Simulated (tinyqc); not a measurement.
# Octagonal on-chip spiral inductor, lumped pi model: what changes with what

Outer diameter do = di + 2 n wd + 2 (n - 1) sp, mean da = (do + di)/2, fill p = (do - di)/(do + di), length l = 3.314 n da. L = 2.25 mu0 n^2 da/(1 + 3.55 p), mu0 = 4 pi 1e-7 H/m. Rs = rho l/(wd delta (1 - exp(-th/delta))), delta = sqrt(rho/(pi f mu0)). Cs = n wd^2 eps0 eo/hu across the coil. At each end Cox = l wd eps0 eo/(2 ho) leads to the substrate branch Rsi = 2 rs he/(l wd) in parallel with Csi = l wd eps0 11.7/(2 he). With one end grounded Y = 1/(Rs + i w L) + i w Cs + 1/[1/(i w Cox) + 1/(1/Rsi + i w Csi)], w = 2 pi f; Q = -Im Y/Re Y. Eddy currents in neighbouring turns and in the substrate are left out.

Inputs (values chosen for the exercise); values of the order met in silicon radio-frequency processes: number of turns n = 5.5; line width wd = 6 um; space between turns sp = 2 um; inner diameter di = 80 um; metal thickness th = 4 um; metal resistivity rho = 1.9 uohm cm; oxide below the coil ho = 8 um; oxide between coil and underpass hu = 0.8 um; relative permittivity of the oxide eo = 3; substrate resistivity rs = 1 ohm cm; effective spreading depth in the substrate he = 80 um; frequency f = 3.1 GHz.

Constants: eps0 = 8.8541878128e-12 F/m. Results are converted to the units shown.

Each table varies one quantity; the others keep the values above.

## Quality factor against frequency

Apparent inductance Im(1/Y)/w; share of the loss Re(substrate branch)/Re Y.

Results:
```
f (GHz)  Rs (ohm)  w L/Rs      Q  apparent inductance (nH)  loss in the substrate (%)
0.23        2.641   2.570  2.569                     4.697                   2.467e-4
0.38        2.931   3.825  3.822                     4.699                   0.001536
1           3.828   7.708  7.662                     4.720                    0.05365
1.7         4.613   10.87  10.66                     4.768                     0.3672
2.7         5.552   14.35  13.53                     4.883                      1.901
4.5         6.954   19.09  15.24                     5.253                      10.58
7.3         8.736   24.66  10.83                     6.476                      39.03
12          11.14   31.78  1.859                     13.86                      77.76
```

Estimate the missing row, f = 0.63 GHz.

Computed row:
```
f (GHz)  Rs (ohm)  w L/Rs      Q  apparent inductance (nH)  loss in the substrate (%)
0.63        3.331   5.580  5.567                     4.705                   0.009866
```

With this row back in the table: Q goes from 2.57 through a maximum of 15.2 (at f = 4.5 GHz among the rows listed) to 1.86; the exact peak is 15.3 at 4.32 GHz and Q reaches zero at the self-resonance, 14.1 GHz. The share of the substrate rises from 2.47e-4 to 77.8 %, and the apparent inductance ends at 2.95 times L. At the peak the substrate takes 9.26 % of the loss. For f = 12 the coil is longer than 0.15 of a wavelength in the oxide, where one lumped section is rough.

## Effect of the oxide below the coil

Same model as above.

Peak Q and its frequency from a search over f; self-resonance where Im Y = 0; Q at the given f (negative beyond resonance).

The same in every row: L (nH) = 4.696; do (um) = 164.0.

Effect of the oxide below the coil:
```
ho (um)  peak Q  f of the peak (GHz)  self-resonance (GHz)  Q at f
1         8.136                1.530                 7.542   4.114
2         10.17                2.161                 8.646   8.755
3         11.53                2.649                 9.879   11.26
5         13.40                3.422                 11.88   13.30
7         14.72                4.042                 13.43   14.07
10        16.18                4.806                 15.21   14.56
15        17.88                5.807                 17.34   14.89
```

What does the comparison show?

As ho goes from 1 to 15, L stays at 4.70 nH, the peak Q rises from 8.14 to 17.9, its frequency rises from 1.53 to 5.81 GHz and the self-resonance rises from 7.54 to 17.3 GHz.

Computed by the program tinyqc: `OMP_NUM_THREADS=1 python tinyqc.py 2302212 2302213 out.jsonl`, one thread of a shared Intel Xeon 2.30GHz, about 0.01 s for the whole run.
